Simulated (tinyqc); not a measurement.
From drift mobility mu back to optical or intervalley deformation potential D_o: mobility of a non-polar semiconductor in the relaxation-time approximation. Computed by tinyqc, a small Python program. Command: `OMP_NUM_THREADS=1 python tinyqc.py 3010671 3010672 out.jsonl rta inv`. One thread of a shared host (Intel(R) Xeon(R) Processor @ 2.30GHz), about 0.03 s of CPU time with the checks.

Each valley is treated as a sphere of mass m_d for states and rates, with one isotropic relaxation time; the conductivity mass m_c sets the current.

Inputs (values chosen for the exercise, modelled on electrons in diamond):
```
quantity                              value    unit
longitudinal mass m_l                  1.48     m_0
transverse mass m_t                   0.281     m_0
equivalent valleys Z                      6       -
static permittivity eps_s               5.7       -
density rho                            3515  kg/m^3
sound velocity v_l                    18100     m/s
acoustic deformation potential D_A      8.3      eV
phonon energy hbar w                    146     meV
final valleys Z_f                         5       -
carrier density n                   1.1e+19  1/cm^3
compensation ratio C                      0       -
temperature T                           400       K
```

Band: parabolic. Impurity formula: Conwell-Weisskopf. Further scattering: none.

Constants: k_B = 8.617333262e-05 eV/K; m_0 = 9.1093837015e-31 kg; e = 1.602176634e-19 C; hbar = 1.054571817e-34 J s; eps_0 = 8.8541878128e-12 F/m; k_B = 1.380649e-23 J/K; hbar = 6.582119569e-16 eV s.

Method:
- m_d = (m_l m_t^2)^(1/3); 1/m_c = (1/m_l + 2/m_t)/3; Hall mass factor A = 3 K_m (K_m + 2)/(2 K_m + 1)^2, K_m = m_l/m_t; N_I = n (1 + C)/(1 - C).
- Parabolic band: E = hbar^2 k^2/(2 m), speed v = hbar k/m, states per spin, volume and energy g(E) = m k/(2 pi^2 hbar^2). Here m = m_d. Masses are multiplied by m_0 and all formulas are in SI units.
- The reduced Fermi level eta = E_F/(k_B T) solves n = 2 Z int g f dE with f = 1/(1 + exp(x - eta)) (Z = 1 unless valleys are given); screening length L_s = sqrt(eps_s eps_0 k_B T/(e^2 dn/deta)), dn/deta = 2 Z int g f (1 - f) dE.
- Integrals over x = E/(k_B T) use 160 Gauss-Legendre points in u = sqrt(x) from 0 to sqrt(max(eta, 0) + 32).
- Phonon occupation N_q = 1/(exp(hbar w/(k_B T)) - 1).
- Acoustic deformation potential (elastic, equipartition, absorption and emission together): 1/tau = 2 pi k_B T D_A^2 g(E)/(hbar rho v_l^2).
- Optical or intervalley deformation potential: 1/tau = (pi Z_f D_o^2/(rho w)) [N_q g(E + hbar w) + (N_q + 1) g(E - hbar w)], with g = 0 below the band edge.
- Each optical term is multiplied by (1 - f(E'))/(1 - f(E)), E' the final energy, for Pauli blocking.
- Singly charged impurities, momentum relaxation: 1/tau = N_I e^4 m (1 + 2 alpha E) Phi/(8 pi (eps_s eps_0)^2 hbar^3 k^3), with alpha = 0 for a parabolic band.
- Conwell-Weisskopf: Phi = ln(1 + y^2), y = 4 pi eps_s eps_0 E N_I^(-1/3)/e^2 (largest impact parameter N_I^(-1/3)/2).
- mu = (m_d/m_c) (2 Z e/(3 n k_B T)) int g v^2 tau f (1 - f) dE.
- Averages over x are split at the emission threshold x_0 = hbar w/(k_B T): 64 Gauss-Legendre points in sqrt(x) below it and 128 in sqrt(x - x_0) above it, up to x = max(eta, 0) + 32.
- Rates are added at each energy before the average. With <y> = int g v^2 y f (1 - f) dE: Hall factor r_H = A (3 n k_B T/(2 Z m_d)) <tau^2/(1 + 2 alpha E)>/<tau>^2 (alpha = 0 for a parabolic band); Hall mobility r_H mu; |S| = (k_B/e) (<x tau>/<tau> - eta); resistivity 1/(n e mu).

Question. A run gave the result below. Find the optical or intervalley deformation potential D_o, known to lie between 5.3 and 15 1e8 eV/cm.

drift mobility mu = 106.2775 cm^2/(V s)

Answer.

Each step takes the trial c = (a f_b - b f_a)/(f_b - f_a), f being the result less the target and a, b, c the logarithms of the listed values; c replaces end b, the old b replaces a if the sign of f changed, and otherwise f_a is halved.

Scan of the range:
```
optical or intervalley deformation potential D_o (1e8 eV/cm)  drift mobility mu (cm^2/(V s))
5.30                                                                                 108.473
6.30                                                                                 107.858
7.50                                                                                 107.050
8.92                                                                                 106.026
10.60                                                                                104.762
12.60                                                                                103.235
15.00                                                                                101.427
```

False position (Illinois rule, in the logarithm of the input) inside the bracket:
```
step    end a    end b    trial  drift mobility mu (cm^2/(V s))
1     7.50000  8.92000  8.54796                         106.299
2     8.92000  8.54796  8.57725                         106.278
3     8.92000  8.57725  8.57870                         106.277
4     8.57725  8.57870  8.57799                         106.278
```

Drift mobility mu falls at every point of a 13-point scan of the range (every second point is shown), so one value fits; it is bracketed by 7.50 and 8.92. Answer: optical or intervalley deformation potential D_o = 8.578 1e8 eV/cm.

Caution: above a few 1e18 per cm^3 the Born approximation, static screening and an unperturbed band are rough; measured mobilities are usually lower. Caution: n is taken as given; at low temperature (in diamond even at 300 K) real dopants can freeze out, which changes n and N_I.
